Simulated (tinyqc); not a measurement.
Cabrera-Mott growth of a thin oxide under its own electric field: one step, computed by the program tinyqc. Command: `OMP_NUM_THREADS=1 python tinyqc.py 3026892 3026893 out.jsonl cabrera walk`. One thread of a shared host (Intel(R) Xeon(R) Processor @ 2.30GHz), about 0.01 s of CPU time with the checks.

Electrons cross the film freely and set a fixed potential V across it; the field V/x lowers the barrier for ions entering the oxide.

Problem. Field and rate at the start. u = u0 exp(-W/(k_B T)), X1 = z b V/(k_B T) with V in volts and k_B T in eV; dx/dt = 2 u sinh(X1/x). Field E = V/x; the barrier is lowered by z b V/x.

Inputs (values chosen for the exercise, for a model metal):
```
quantity               value      unit
Mott potential V        0.59         V
ion charge number z        3         -
half jump distance b     1.1  angstrom
temperature T            550         K
starting thickness x0    2.5  angstrom
```

Backward hops: kept.

u = 91.56179 angstrom/s

X1 = 41.07999 angstrom

Give: field; barrier lowering; rate.

Solution.

field = 23.6 MV/cm

barrier lowering = 0.7788 eV

rate = 1.253e+09 angstrom/s
